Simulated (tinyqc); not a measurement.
# Voltage acceleration of oxide breakdown, four models on the same data: lifetime against voltage in four models

Field E = V/tox in MV/cm. Models: ln(t63/1 s) = a - c X with X = E (E model), -1/E (1/E model), ln V (power law, c the exponent n) or sqrt(E).

a and c were fitted to stress data from 6.59 to 8.99 V. Project to Vu, multiply by exp[(Ea q/kB)(1/Tu - 1/Ts)] and by ks; ten years are 3.15576e8 s.

Parameters, values chosen for the exercise: oxide thickness tox = 6.8 nm; stress temperature Ts = 398 K; use temperature Tu = 378 K; activation energy Ea = 0.64 eV; factor for area and percentile ks = 2.3e-6.

Constants: q = 1.602176634e-19 C, kB = 1.380649e-23 J/K. Results are converted to the units shown.

| model | c | a |
|---|---|---|
| E | 3.36975 | 46.7850 |
| 1/E | 431.009 | -30.0535 |
| power | 38.3377 | 86.5752 |
| sqrt E | 22.7663 | 85.0838 |

Result of one run:

| Vu (V) | log10 years, E | log10 years, 1/E | log10 years, power | log10 years, sqrt E |
|---|---|---|---|---|
| 7.16 | -7.800 | -7.983 | -7.885 | -7.840 |

What becomes of these results when the use voltage Vu is changed from 7.16 to 5.81 V, all else the same?

Result of the changed run:

| Vu (V) | log10 years, E | log10 years, 1/E | log10 years, power | log10 years, sqrt E |
|---|---|---|---|---|
| 5.81 | -4.894 | -3.853 | -4.406 | -4.658 |

The whole series:

| Vu (V) | log10 years, E | log10 years, 1/E | log10 years, power | log10 years, sqrt E |
|---|---|---|---|---|
| 3.12 | 0.8952 | 15.04 | 5.946 | 3.064 |
| 3.79 | -0.5468 | 7.824 | 2.707 | 0.9007 |
| 4.47 | -2.010 | 2.715 | -0.04073 | -1.107 |
| 5.14 | -3.452 | -0.9969 | -2.366 | -2.941 |
| 5.81 | -4.894 | -3.853 | -4.406 | -4.658 |
| 6.48 | -6.336 | -6.118 | -6.223 | -6.279 |
| 7.16 | -7.800 | -7.983 | -7.885 | -7.840 |
| 7.83 | -9.241 | -9.504 | -9.374 | -9.308 |

The four agree within 0.26 decades in the last row, inside the stress range, and part by 14.1 decades in the first. The local exponent -d ln t/d ln V is c E for the E model, which shrinks as V falls, constant for the power law, and c/E for the 1/E model, which grows as V falls.

Range of the model: All four laws are empirical fits; none is established far below the stress range.

Program tinyqc, `OMP_NUM_THREADS=1 python tinyqc.py 2070032 2070033 out.jsonl`; Intel Xeon 2.30GHz, shared host, one thread, about 0.01 s.
